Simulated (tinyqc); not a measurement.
Gaussian against the exact two-step profile: two-step dopant diffusion (predeposition and drive-in) with a constant diffusivity. Computed by tinyqc, a small Python program. Command: `OMP_NUM_THREADS=1 python tinyqc.py 3016586 3016587 out.jsonl dopdiff walk`. One thread of a shared host (Intel(R) Xeon(R) Processor @ 2.30GHz), about 0.08 s of CPU time with the checks.

Fick diffusion into a half space x > 0 whose background doping C_B is of the opposite type, so that a junction lies where C = C_B.

Inputs (values chosen for the exercise, modelled on gallium in silicon):
```
quantity                        value    unit
prefactor D0                    0.349  cm^2/s
activation energy E              3.41      eV
surface concentration C_s     3.6e+18  1/cm^3
background doping C_B         1.1e+17  1/cm^3
predeposition temperature T1     1025       C
predeposition time t1              15     min
drive-in temperature T2          1000       C
drive-in time t2                  480     min
```

Furnace ramps of the drive-in: none.

Constants: k_B = 8.617333262e-05 eV/K.

Method:
- D = D0 exp(-E/(k_B T)).
- Temperatures in kelvin are T(C) + 273.15.
- Times in seconds are 60 times the minutes.
- (Dt)2 = D2 t2, t2 in seconds.
- C = C_s erfc(x/(2 sqrt(D1 t1))); dose Q = 2 C_s sqrt(D1 t1/pi); the junction solves erfc(z) = C_B/C_s with x_j = 2 z sqrt(D1 t1).
- With a sealed surface and a thin source, C = Q/sqrt(pi (Dt)2) exp(-x^2/(4 (Dt)2)); x_j = 2 sqrt((Dt)2 ln(C(0)/C_B)); gradient at the junction |dC/dx| = C_B x_j/(2 (Dt)2).
- Exact two-step profile: C = (2 C_s/pi) int_0^alpha exp(-beta (1 + u^2))/(1 + u^2) du with alpha = sqrt(D1 t1/(Dt)2), beta = x^2/(4 (D1 t1 + (Dt)2)).
- The integral takes 48 Gauss-Legendre points; solve C(x) = C_B.
- Gaussian: C = Q/sqrt(pi (Dt)2) exp(-x^2/(4 (Dt)2)).
- Depths are fractions of the Gaussian x_j.

surface concentration C(0) (Gaussian) = 5.46495e+17 1/cm^3

junction depth x_j = 0.452221 um

drive-in budget (Dt)2 = 3.18930e-10 cm^2

product D1 t1 = 1.81344e-11 cm^2

exact junction depth = 0.458002 um

Profiles:
```
x/x_j   x (um)  Gaussian (1/cm^3)  exact (1/cm^3)   ratio
0.0    0.00000         5.4649e+17      5.3648e+17  1.0187
0.2    0.09044         5.1255e+17      5.0432e+17  1.0163
0.4    0.18089         4.2286e+17      4.1898e+17  1.0093
0.6    0.27133         3.0687e+17      3.0761e+17  0.9976
0.8    0.36178         1.9589e+17      1.9959e+17  0.9815
1.0    0.45222         1.1000e+17      1.1446e+17  0.9610
1.2    0.54267         5.4333e+16      5.8016e+16  0.9365
```

What does the comparison show, and why?

With D1 t1/(Dt)2 = 0.057, the Gaussian is 1.9 % high at the surface and 3.9 % low at its own junction; the exact junction lies at 0.4580 um, 1.3 % deeper. The dose is the same, but the real source already has a width, which carries into the tail.
